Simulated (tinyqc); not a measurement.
Finite-difference solution of the diffusion equation on a small grid: one step, computed by the program tinyqc. Command: `OMP_NUM_THREADS=1 python tinyqc.py 3023599 3023600 out.jsonl fdiff walk`. One thread of a shared host (Intel(R) Xeon(R) Processor @ 2.30GHz), about 0.01 s of CPU time with the checks.

dC/dt = D d2C/dx2 on nodes x_j = j dx, j = 0..7; the far end is sealed.

Problem. Amplification factors. The mode of M with eigenvalue mu has its amplitude multiplied per step by g = (1 + (1 - theta) r mu)/(1 - theta r mu), with theta = 0 explicit, 1 implicit, 1/2 Crank-Nicolson; the explicit scheme is stable for r up to 2/|mu_min|.

Boundary at x = 0: sealed surface. Scheme: implicit.

operator M:
```
    0   1   2   3   4   5   6   7
0  -2   2   0   0   0   0   0   0
1   1  -2   1   0   0   0   0   0
2   0   1  -2   1   0   0   0   0
3   0   0   1  -2   1   0   0   0
4   0   0   0   1  -2   1   0   0
5   0   0   0   0   1  -2   1   0
6   0   0   0   0   0   1  -2   1
7   0   0   0   0   0   0   2  -2
```

mesh ratio r = 0.3312

Give: eigenvalues mu of M; factors g; largest stable r of the explicit scheme.

Solution.

eigenvalues mu of M: -4.000  -3.802  -3.247  -2.445  -1.555  -0.753  -0.198  0.000

factors g: 0.430  0.443  0.482  0.553  0.660  0.800  0.938  1.000

largest stable r of the explicit scheme = 0.5

The smallest factor is 0.430: no mode changes sign, and all decay but one with mu = 0 where there is such a mode.
